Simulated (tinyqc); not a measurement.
Threshold-voltage variability of a planar MOSFET, analytic estimates: one step of the calculation.

Three independent sources add in quadrature: random dopants in the depleted layer, metal-gate grains of two orientations, and roughness of the two gate edges acting through the roll-off VT = VT(long) - Vr exp(-L/l). These are first-order estimates: no three-dimensional electrostatics, no percolation.

Problem. Random dopants. ni = sqrt(Nc Nv) exp(-Eg/(2 Vt)), Eg in volts; Cox = 3.9 eps0/ti; Wd = sqrt(4 eps0 eps_r Vt ln(Na/ni)/(q Na)); dopants: s1 = (q/Cox) sqrt(Na Wd/(3 L W)). The slope A1 = s1 sqrt(L W); mean number of dopants Na L W Wd.

Values chosen for this exercise; material values close to those of silicon:

| symbol | value | unit | meaning |
|---|---|---|---|
| T | 325 | K | temperature |
| Eg | 1.12 | eV | band gap |
| eps_r | 11.7 |  | relative permittivity of the semiconductor |
| Nc | 3.2e19 | cm^-3 | conduction-band density of states at T |
| Nv | 2.98e19 | cm^-3 | valence-band density of states at T |
| Na | 5.8e18 | cm^-3 | channel doping |
| ti | 1.7 | nm | oxide-equivalent thickness in inversion |
| L | 16 | nm | gate length |
| W | 58 | nm | gate width |

Constants: q = 1.602176634e-19 C, kB = 1.380649e-23 J/K, Vt = kB T/q, eps0 = 8.8541878128e-14 F/cm where lengths are in cm. Results are converted to the units shown.

Wanted: Cox; Wd; mean number of dopants; A1; s1.

Solution.

Cox = 2.0313 uF/cm^2
Wd = 15.127 nm
mean number of dopants = 81.420
A1 = 1.3489 mV um
s1 = 44.280 mV

Counting alone, 1/sqrt(N) of the depletion voltage q Na Wd/Cox = 692 mV, would give sqrt(3) times more: dopants deep in the layer act less on the surface.

Numbers from tinyqc (`OMP_NUM_THREADS=1 python tinyqc.py 2090104 2090105 out.jsonl`; about 0.02 s on one thread of a shared Intel Xeon 2.30GHz).
